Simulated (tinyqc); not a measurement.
# Resistance of a tapered via with liner, size effect and interface: several studies

A round via whose diameter grows from db at the bottom as D(z) = db + 2 z/tan(ang). The fill, of diameter D - 2 tl, starts above the bottom liner (thickness fb tl) and has rho = rho0 (1 + ks lam/(D - 2 tl)); the sidewall liner conducts in parallel with it. The bottom liner and the interface are crossed over the full area pi db^2/4. Spreading in the lines above and below is left out.

Parameters, values chosen for the exercise; fill metal close to copper:
```
symbol    value      unit                                                   meaning
db           20        nm                                    diameter at the bottom
hv           40        nm                                                    height
ang          87   degrees                                            sidewall angle
rho0       1.65   uohm cm                              bulk resistivity of the fill
lam        39.4        nm                                mean free path of the fill
ks          0.9                                                  size-effect factor
tl          2.5        nm                                     liner on the sidewall
fb          0.7                       liner at the bottom over that on the sidewall
rl          430   uohm cm                                  resistivity of the liner
ri      1.2e-12  ohm cm^2                       interface resistivity at the bottom
Sb       1.1e15     S/m^2      ballistic conductance per area, about 3/(4 rho0 lam)
rho2       7.89   uohm cm  bulk resistivity of the second fill (close to ruthenium)
lam2       6.74        nm                                        its mean free path
tl2         0.4        nm                                                 its liner
```

Each table varies one quantity; the others keep the values above.

## Via resistance against the diameter at the bottom

Slices between z0 = fb tl and hv, evaluated at their midpoints: conductance per length pi/4 [(D - 2 tl)^2/rho + (D^2 - (D - 2 tl)^2)/rl], slice resistance = slice height over that. 2000 slices. R_fill = sum of the slices; R_bottom = rl fb tl/(pi db^2/4); R_interface = ri/(pi db^2/4); ballistic (Sharvin) limit 1/(Sb pi (db - 2 tl)^2/4); ideal cylinder rho0 hv/(pi db^2/4).

Via resistance against the diameter at the bottom:
```
db (nm)	R_fill (ohm)	R_bottom (ohm)	R_interface (ohm)	R (ohm)	ballistic limit (ohm)	R over ideal cylinder	largest part
8.3	232.84	139.08	2.2179	374.14	106.29	30.671	fill
11	68.796	79.183	1.2627	149.24	32.153	21.489	bottom liner
16	17.509	37.426	0.59683	55.532	9.5660	16.917	bottom liner
22	6.2880	19.796	0.31568	26.399	4.0052	15.205	bottom liner
30	2.5174	10.646	0.16977	13.333	1.8520	14.279	bottom liner
42	0.99861	5.4315	0.086615	6.5167	0.84550	13.680	bottom liner
58	0.43364	2.8481	0.045419	3.3272	0.41206	13.319	bottom liner
80	0.19686	1.4971	0.023873	1.7178	0.20578	13.083	bottom liner
```

Read the table: what changes, and by how much?

R falls from 374 to 1.72 ohm. The fill is the largest part at db = 8.3, the bottom liner from 11 on. R goes as db^(-3.26) between the first two rows and db^(-2.06) between the last two; area alone gives -2. For db = 16, 22, 30, 42, 58, 80 the ballistic limit exceeds half of R_fill, so the diffusive model understates R.

## Via resistance against the height

Same model as above.

2000 slices.

The same in every row: R_bottom (ohm) = 23.95; R_interface (ohm) = 0.3820; ballistic limit (ohm) = 5.144.

Via resistance against the height:
```
hv (nm)	R_fill (ohm)	R (ohm)	R over ideal cylinder	largest part
12	2.816	27.15	43.08	bottom liner
17	4.018	28.35	31.75	bottom liner
25	5.745	30.08	22.91	bottom liner
36	7.792	32.13	16.99	bottom liner
53	10.37	34.71	12.47	bottom liner
76	13.06	37.39	9.367	bottom liner
110	15.91	40.24	6.965	bottom liner
160	18.67	43.01	5.118	bottom liner
```

What does the table show?

R rises from 27.2 to 43.0 ohm. The bottom liner is the largest part at hv = 12 and in all other rows. The share of the two bottom terms goes from 89.6 to 56.6 %. For hv = 12, 17, 25, 36 the ballistic limit exceeds half of R_fill, so the diffusive model understates R.

## Two fill metals against the diameter

2000 slices. R_fill = sum of the slices; R_bottom = rl fb tl/(pi db^2/4); R_interface = ri/(pi db^2/4). The second fill has rho2, lam2 and tl2 in place of rho0, lam and tl.

Two fill metals against the diameter:
```
db (nm)	R, first fill (ohm)	R, second fill (ohm)	ratio second/first
8.5	342.9	94.46	0.2754
12	116.6	45.46	0.3898
17	47.97	21.90	0.4565
24	21.73	10.70	0.4924
35	9.581	4.918	0.5133
49	4.721	2.471	0.5234
70	2.259	1.196	0.5295
100	1.090	0.5807	0.5330
```

The ratio goes from 0.275 to 0.533. The second fill gives the lower R in every row.

tinyqc, about 0.01 s, one thread, Intel Xeon 2.30GHz (shared host): `OMP_NUM_THREADS=1 python tinyqc.py 2750167 2750168 out.jsonl`
